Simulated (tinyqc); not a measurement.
Size effects in the resistivity of thin metal films and interconnect lines: one step, computed by the program tinyqc. Command: `OMP_NUM_THREADS=1 python tinyqc.py 3004910 3004911 out.jsonl size walk`. One thread of a shared host (Intel(R) Xeon(R) Processor @ 2.30GHz), about 0.01 s of CPU time with the checks.

Electrons lose their drift at surfaces (a share 1 - p of the hits) and at grain boundaries (reflection R), besides bulk scattering.

Problem. Surfaces. Fuchs-Sondheimer film: rho_b/rho = 1 - (3/(2 kappa))(1 - p) int_0^1 (s - s^3)(1 - exp(-kappa/s))/(1 - p exp(-kappa/s)) ds, f = rho/rho_b, kappa = thickness/lambda, 80 Gauss-Legendre points.

Inputs (values chosen for the exercise, modelled on molybdenum): bulk mean free path lambda = 11.4 nm; specularity p = 0.27; film thickness h = 140 nm.

Geometry: film.

Give: kappa = h/lambda; rho/rho_b from surfaces.

Solution.

kappa = h/lambda = 12.281

rho/rho_b from surfaces = 1.0228

The thick-film form 1 + 3 (1 - p)/(8 kappa) gives 1.022, a deviation of 0.0 %.
